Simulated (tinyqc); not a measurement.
Inside a calculation. Method: empirical pseudopotential in a few plane waves. Computed by tinyqc, a small Python program that keeps every step. Settings: plane-wave index or count = 15. Command: `OMP_NUM_THREADS=1 python tinyqc.py 26456 26457 out.jsonl` (the two numbers bound the seeds that draw the settings). One thread of a shared host (Intel(R) Xeon(R) Processor @ 2.60GHz), about 0.2 s of CPU time with the checks.

## Bloch Hamiltonian at k

Parameters chosen for this model: fcc lattice, atoms at +/- a/8 (1,1,1); form factors in rydberg at |G|^2 in units of (2 pi/a)^2:
```
parameter,value,unit
a,5.850000,angstrom
VS(3),-0.204000,Ry
VS(8),0.045000,Ry
VS(11),0.039000,Ry
VA(3),0.085000,Ry
VA(4),0.042000,Ry
VA(11),0.008000,Ry
hbar^2/2m (2 pi/a)^2,4.395122,eV
```

k point k (2 pi / a): -0.100000  0.590000  -0.040000

Basis: the 15 shortest G (labels in 2 pi/a), the same at every k. H(G,G') = c |k + G|^2 delta + VS(|G-G'|^2) cos((G-G').tau) + i VA sin((G-G').tau), tau = a/8 (1,1,1); 1 Ry = 13.605693 eV.

H(k) at k (eV), lower triangle (Hermitian):
```
,+0+0+0,-1-1-1,-1-1+1,-1+1-1,-1+1+1,+1-1-1,+1-1+1,+1+1-1,+1+1+1,-2+0+0,+0-2+0,+0+0-2,+0+0+2,+0+2+0,+2+0+0
+0+0+0,1.580925
-1-1-1,1.962618-0.817758i,10.810681
-1-1+1,-1.962618-0.817758i,0.000000+0.571439i,10.107462
-1+1-1,-1.962618-0.817758i,0.000000+0.571439i,0.612256,21.183169
-1+1+1,-1.962618+0.817758i,-0.612256,0.000000+0.571439i,0.000000+0.571439i,20.479950
+1-1-1,-1.962618-0.817758i,0.000000+0.571439i,0.612256,0.612256,0.000000,9.052633
+1-1+1,-1.962618+0.817758i,-0.612256,0.000000+0.571439i,0.000000,0.612256,0.000000+0.571439i,8.349413
+1+1-1,-1.962618+0.817758i,-0.612256,0.000000,0.000000+0.571439i,0.612256,0.000000+0.571439i,0.612256,19.425120
+1+1+1,1.962618+0.817758i,0.000000,-0.612256,-0.612256,0.000000+0.571439i,-0.612256,0.000000+0.571439i,0.000000+0.571439i,18.721901
-2+0+0,0.000000-0.571439i,-1.962618+0.817758i,-1.962618-0.817758i,-1.962618-0.817758i,1.962618-0.817758i,0.375206-0.076965i,-0.375206-0.076965i,-0.375206-0.076965i,-0.375206+0.076965i,20.919462
+0-2+0,0.000000-0.571439i,-1.962618+0.817758i,-1.962618-0.817758i,0.375206-0.076965i,-0.375206-0.076965i,-1.962618-0.817758i,1.962618-0.817758i,-0.375206-0.076965i,-0.375206+0.076965i,0.612256,8.788925
+0+0-2,0.000000-0.571439i,-1.962618+0.817758i,0.375206-0.076965i,-1.962618-0.817758i,-0.375206-0.076965i,-1.962618-0.817758i,-0.375206-0.076965i,1.962618-0.817758i,-0.375206+0.076965i,0.612256,0.612256,19.864633
+0+0+2,0.000000+0.571439i,-0.375206-0.076965i,1.962618+0.817758i,-0.375206+0.076965i,-1.962618+0.817758i,-0.375206+0.076965i,-1.962618+0.817758i,0.375206+0.076965i,-1.962618-0.817758i,-0.612256,-0.612256,0.000000,18.458194
+0+2+0,0.000000+0.571439i,-0.375206-0.076965i,-0.375206+0.076965i,1.962618+0.817758i,-1.962618+0.817758i,-0.375206+0.076965i,0.375206+0.076965i,-1.962618+0.817758i,-1.962618-0.817758i,-0.612256,0.000000,-0.612256,0.612256,29.533901
+2+0+0,0.000000+0.571439i,-0.375206-0.076965i,-0.375206+0.076965i,-0.375206+0.076965i,0.375206+0.076965i,1.962618+0.817758i,-1.962618+0.817758i,-1.962618+0.817758i,-1.962618-0.817758i,0.000000,-0.612256,-0.612256,0.612256,0.612256,17.403364
```

## Levels at k

Diagonalise the Hermitian matrix.

eigenvalues (eV): -1.616244  5.432948  7.532322  7.700896  11.460270  12.392240  15.741893  16.413142  17.600463  18.316956  21.833260  22.498415  23.354563  24.287698  31.730913

## Bands along a path

The same steps at evenly spaced points between the labelled ones.

Bands along the path (eV), lowest eight:
```
k,band 1,band 2,band 3,band 4,band 5,band 6,band 7,band 8
L,-0.996363,3.652833,8.532866,8.532866,11.222344,13.413551,13.413551,17.622943
L-G 0.33,-1.734055,4.880850,8.601669,8.601669,11.357993,13.502978,13.502978,17.223518
L-G 0.67,-2.463381,7.243496,8.991039,8.991039,11.898704,13.442536,13.442536,14.331198
G,-2.735276,9.284041,9.284041,9.284041,11.552161,12.939335,12.939335,12.939335
G-X 0.33,-2.371464,7.357036,8.449654,8.449654,12.031657,13.246994,14.444808,14.444808
G-X 0.67,-1.376685,5.010619,7.499933,7.499933,11.089917,11.839102,17.322984,17.322984
X,-0.346751,3.621458,7.273027,7.273027,10.838894,11.177837,20.693415,20.693415
```

With 4 band(s) filled, the highest filled level on these points lies at G and the lowest empty one at X: a gap of 1.5549 eV, indirect. This holds for the small fixed basis; with all plane waves up to |k + G|^2 = 21 (2 pi/a)^2 the gap along the path is 1.40 eV.

## Convergence with the number of plane waves

Levels at G counted from the fourth one.

Levels (eV):
```
plane waves,level 1,level 5,level 8
9,-14.263653,1.142878,3.017243
15,-12.019317,2.268119,3.655293
27,-11.358325,2.275153,3.732661
51,-11.301392,2.271289,3.757378
59,-11.292654,2.299670,3.609351
65,-11.294749,2.299947,3.591848
89,-11.281846,2.295276,3.601671
```
